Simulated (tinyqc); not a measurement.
Inside a calculation. Method: empirical pseudopotential in a few plane waves. Computed by tinyqc, a small Python program that keeps every step. Settings: plane-wave index or count = 15. Command: `OMP_NUM_THREADS=1 python tinyqc.py 20292 20293 out.jsonl` (the two numbers bound the seeds that draw the settings). One thread of a shared host (Intel(R) Xeon(R) Processor @ 2.60GHz), about 0.3 s of CPU time with the checks.

## Bloch Hamiltonian at k

Parameters chosen for this model: fcc lattice, atoms at +/- a/8 (1,1,1); form factors in rydberg at |G|^2 in units of (2 pi/a)^2:
```
parameter                 value      unit
a                      5.780000  angstrom
VS(3)                 -0.215000        Ry
VS(8)                  0.012000        Ry
VS(11)                 0.074000        Ry
VA(3)                         0        Ry
VA(4)                         0        Ry
VA(11)                        0        Ry
hbar^2/2m (2 pi/a)^2   4.502223        eV
```

k point k (2 pi / a): 0.500000  -0.230000  0.470000

Basis: the 15 shortest G (labels in 2 pi/a), the same at every k. H(G,G') = c |k + G|^2 delta + VS(|G-G'|^2) cos((G-G').tau) + i VA sin((G-G').tau), tau = a/8 (1,1,1); 1 Ry = 13.605693 eV.

H(k) at k (eV), lower triangle:
```
           +0+0+0     -1-1-1     -1-1+1     -1+1-1     -1+1+1     +1-1-1     +1-1+1     +1+1-1
+0+0+0   2.358264
-1-1-1   2.068446   9.201643
-1-1+1  -2.068446   0.000000  17.665822
-1+1-1  -2.068446   0.000000   0.163268   5.059598
-1+1+1  -2.068446  -0.163268   0.000000   0.000000  13.523777
+1-1-1  -2.068446   0.000000   0.163268   0.163268   0.000000  18.206089
+1-1+1  -2.068446  -0.163268   0.000000   0.000000   0.163268   0.000000  26.670267
+1+1-1  -2.068446  -0.163268   0.000000   0.000000   0.163268   0.000000   0.163268  14.064044
+1+1+1   2.068446   0.000000  -0.163268  -0.163268   0.000000  -0.163268   0.000000   0.000000
-2+0+0   0.000000  -2.068446  -2.068446  -2.068446   2.068446   0.711930  -0.711930  -0.711930
+0-2+0   0.000000  -2.068446  -2.068446   0.711930  -0.711930  -2.068446   2.068446  -0.711930
+0+0-2   0.000000  -2.068446   0.711930  -2.068446  -0.711930  -2.068446  -0.711930   2.068446
+0+0+2   0.000000  -0.711930   2.068446  -0.711930  -2.068446  -0.711930  -2.068446   0.711930
+0+2+0   0.000000  -0.711930  -0.711930   2.068446  -2.068446  -0.711930   0.711930  -2.068446
+2+0+0   0.000000  -0.711930  -0.711930  -0.711930   0.711930   2.068446  -2.068446  -2.068446

           +1+1+1     -2+0+0     +0-2+0     +0+0-2     +0+0+2     +0+2+0     +2+0+0
+1+1+1  22.528222
-2+0+0  -0.711930  11.362710
+0-2+0  -0.711930   0.163268  24.509201
+0+0-2  -0.711930   0.163268   0.163268  11.902977
+0+0+2  -2.068446  -0.163268  -0.163268   0.000000  28.831334
+0+2+0  -2.068446  -0.163268   0.000000  -0.163268   0.163268  16.225111
+2+0+0  -2.068446   0.000000  -0.163268  -0.163268   0.163268   0.163268  29.371601
```

## Levels at k

Diagonalise the Hermitian matrix.

eigenvalues (eV): -0.270831  3.719200  7.740378  8.732058  12.153403  13.891034  14.761700  17.252105  18.253015  18.781976  21.885538  24.514548  27.651383  30.106391  32.308762

## Bands along a path

The same steps at evenly spaced points between the labelled ones.

Bands along the path (eV), lowest eight:
```
k            band 1    band 2    band 3    band 4     band 5     band 6     band 7     band 8
L          0.094825  3.030395  8.867954  8.867954  10.985827  14.342646  14.342646  16.909117
L-G 0.20  -0.438270  3.727153  8.858509  8.858509  11.045484  14.257476  14.257476  17.067518
L-G 0.40  -1.115437  5.029497  8.998083  8.998083  11.300655  14.253154  14.253154  16.691749
L-G 0.60  -1.663399  6.632818  9.247874  9.247874  11.701039  14.031787  14.031787  14.856010
L-G 0.80  -2.006977  8.376716  9.518578  9.518578  11.846772  13.484456  13.576970  13.576970
G         -2.123334  9.645917  9.645917  9.645917  11.082952  13.343400  13.343400  13.343400
G-X 0.20  -1.967862  8.322877  9.285309  9.285309  12.398588  12.743416  13.944364  13.944364
G-X 0.40  -1.504024  6.570852  8.621100  8.621100  11.870797  13.391556  15.320033  15.320033
G-X 0.60  -0.739966  4.892327  8.062084  8.062084  11.268069  12.530958  17.043657  17.043657
G-X 0.80   0.309454  3.335137  7.749276  7.749276  11.047227  11.544531  18.973376  18.973376
X          1.621140  1.941160  7.734293  7.734293  10.956346  11.257779  21.089484  21.089484
```

With 4 band(s) filled, the highest filled level on these points lies at G and the lowest empty one at X: a gap of 1.3104 eV, indirect. This holds for the small fixed basis; with all plane waves up to |k + G|^2 = 21 (2 pi/a)^2 the gap along the path is 1.32 eV.

## Convergence with the number of plane waves

Levels at G counted from the fourth one.

Levels (eV):
```
plane waves     level 1   level 5   level 8
9            -15.466734  0.000000  0.653073
15           -11.769251  1.437035  3.697483
27           -11.129125  2.077163  3.616187
51           -11.162125  2.274243  3.806802
59           -11.206886  2.287028  3.646717
65           -11.224359  2.287028  3.610431
89           -11.194729  2.274905  3.636609
```
